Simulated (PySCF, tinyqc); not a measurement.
Inside a calculation. Method: coupled-perturbed Hartree-Fock on RHF in the sto-3g basis, for H6, spin multiplicity 1. The lowest restricted solution is unstable here: a spin-polarised one lies 0.0609 hartree lower (PySCF). One step of it, computed by the program tinyqc.

Problem. Coupled step 1. U_ai = -(mu_ai + sum_bj [4 (ai|bj) - (ab|ij) - (aj|bi)] U_bj) / (e_a - e_i); alpha = -4 sum U_ai mu_ai.

uncoupled U:
```
           i1        i2        i3
a4   0.256756  0.002285  7.828093
a5   0.000533  0.170902  0.001416
a6  -0.004515  0.000384  0.187564
```

dipole integrals <a|z|i> (bohr):
```
           i1         i2         i3
a4  -0.198937  -0.001471  -3.090763
a5  -0.000639  -0.182311  -0.001158
a6   0.007190  -0.000561  -0.227449
```

orbital energies (hartree): MO1 -0.644070, MO2 -0.513187, MO3 -0.264091, MO4 0.130739, MO5 0.553571, MO6 0.948560

Two-electron integrals over orbitals (pq|rs), unique and non-zero (hartree):
```
(11|11) 0.426490    (21|11) -0.000241   (21|21) 0.142329    (22|11) 0.354894
(22|21) 0.000254    (22|22) 0.368084    (31|11) -0.075246   (31|21) -0.000055
(31|22) 0.009563    (31|31) 0.085120    (32|11) -0.000105   (32|21) 0.080227
(32|22) 0.000255    (32|31) -0.000024   (32|32) 0.109240    (33|11) 0.332972
(33|21) -0.000091   (33|22) 0.331256    (33|31) -0.004511   (33|32) -0.000157
(33|33) 0.354475    (41|11) -0.000140   (41|21) 0.057811    (41|22) -0.000034
(41|31) -0.000051   (41|32) -0.023417   (41|33) 0.000076    (41|41) 0.072721
(42|11) 0.089360    (42|21) -0.000107   (42|22) 0.028224    (42|31) -0.062457
(42|32) -0.000125   (42|33) -0.012366   (42|41) -0.000021   (42|42) 0.091191
(43|11) -0.000085   (43|21) -0.095257   (43|22) -0.000285   (43|31) 0.000218
(43|32) -0.096024   (43|33) 0.000154    (43|41) -0.002068   (43|42) -0.000100
(43|43) 0.140172    (44|11) 0.341803    (44|21) -0.000080   (44|22) 0.338485
(44|31) -0.006840   (44|32) -0.000134   (44|33) 0.352237    (44|41) 0.000052
(44|42) -0.001491   (44|43) 0.000118    (44|44) 0.363189    (51|11) 0.000734
(51|21) -0.000010   (51|22) 0.038965    (51|31) 0.037519    (51|32) -0.000036
(51|33) -0.017932   (51|41) -0.000037   (51|42) 0.017566    (51|43) 0.000024
(51|44) -0.010828   (51|51) 0.062280    (52|11) 0.000021    (52|21) 0.057133
(52|22) 0.000134    (52|31) -0.000084   (52|32) 0.007784    (52|33) -0.000014
(52|41) 0.044696    (52|42) 0.000122    (52|43) 0.027241    (52|44) -0.000011
(52|51) 0.000074    (52|52) 0.084003    (53|11) 0.087768    (53|21) -0.000101
(53|22) 0.026055    (53|31) -0.062755   (53|32) -0.000101   (53|33) -0.005100
(53|41) -0.000022   (53|42) 0.083263    (53|43) -0.000119   (53|44) -0.007182
(53|51) 0.010171    (53|52) 0.000104    (53|53) 0.089035    (54|11) -0.000126
(54|21) 0.085329    (54|22) 0.000244    (54|31) -0.000023   (54|32) 0.103977
(54|33) -0.000169   (54|41) -0.014211   (54|42) -0.000114   (54|43) -0.097631
(54|44) -0.000142   (54|51) -0.000024   (54|52) 0.011000    (54|53) -0.000111
(54|54) 0.111402    (55|11) 0.372008    (55|21) 0.000217    (55|22) 0.376956
(55|31) 0.000768    (55|32) 0.000214    (55|33) 0.346498    (55|41) -0.000025
(55|42) 0.032025    (55|43) -0.000270   (55|44) 0.353791    (55|51) 0.034990
(55|52) 0.000129    (55|53) 0.032116    (55|54) 0.000218    (55|55) 0.403101
(61|11) 0.000065    (61|21) -0.001996   (61|22) 0.000021    (61|31) -0.000075
(61|32) 0.029953    (61|33) -0.000035   (61|41) -0.028446   (61|42) 4.19e-06
(61|43) 0.031886    (61|44) -0.000030   (61|51) -0.000084   (61|52) 0.040241
(61|53) 1.33e-06    (61|54) 0.027771    (61|55) 0.000013    (61|61) 0.071874
(62|11) -0.001065   (62|21) 0.000013    (62|22) 0.035977    (62|31) 0.036789
(62|32) -0.000021   (62|33) -0.013754   (62|41) -0.000018   (62|42) 0.011852
(62|43) 0.000022    (62|44) -0.015972   (62|51) 0.057179    (62|52) 0.000090
(62|53) 0.014033    (62|54) -0.000023   (62|55) 0.035974    (62|61) -0.000078
(62|62) 0.059661    (63|11) -0.000116   (63|21) 0.055125    (63|22) -0.000013
(63|31) -0.000054   (63|32) -0.017920   (63|33) 0.000073    (63|41) 0.066201
(63|42) -0.000011   (63|43) -0.002044   (63|44) 0.000075    (63|51) -0.000032
(63|52) 0.044165    (63|53) -0.000023   (63|54) -0.018774   (63|55) -0.000019
(63|61) -0.026448   (63|62) -0.000023   (63|63) 0.069942    (64|11) -0.078417
(64|21) -0.000042   (64|22) 0.003510    (64|31) 0.083074    (64|32) -0.000011
(64|33) -0.006677   (64|41) -0.000048   (64|42) -0.064448   (64|43) 0.000215
(64|44) -0.008650   (64|51) 0.035871    (64|52) -0.000083   (64|53) -0.065992
(64|54) -0.000013   (64|55) 0.003105    (64|61) -0.000072   (64|62) 0.037272
(64|63) -0.000055   (64|64) 0.091433    (65|11) -0.000234   (65|21) 0.145523
(65|22) 0.000269    (65|31) -0.000064   (65|32) 0.086411    (65|33) -0.000099
(65|41) 0.057077    (65|42) -0.000105   (65|43) -0.102174   (65|44) -0.000080
(65|51) -0.000011   (65|52) 0.059131    (65|53) -0.000102   (65|54) 0.092247
(65|55) 0.000247    (65|61) -0.001441   (65|62) 0.000010    (65|63) 0.059603
(65|64) -0.000056   (65|65) 0.163751    (66|11) 0.453386    (66|21) -0.000225
(66|22) 0.379518    (66|31) -0.079959   (66|32) -0.000105   (66|33) 0.358505
(66|41) -0.000129   (66|42) 0.096030    (66|43) -0.000108   (66|44) 0.369217
(66|51) 0.000670    (66|52) 0.000039    (66|53) 0.097613    (66|54) -0.000125
(66|55) 0.407750    (66|61) 0.000067    (66|62) -0.000700   (66|63) -0.000114
(66|64) -0.088917   (66|65) -0.000235   (66|66) 0.508116
```

Give: U after step 1; polarisability.

Solution.

U after step 1:
```
         i1       i2      i3
a4   0.2382   0.0041  6.5073
a5  -0.0002   0.7335  0.0028
a6   0.1072  -0.0001  0.1646
```

polarisability = 81.3218 bohr^3
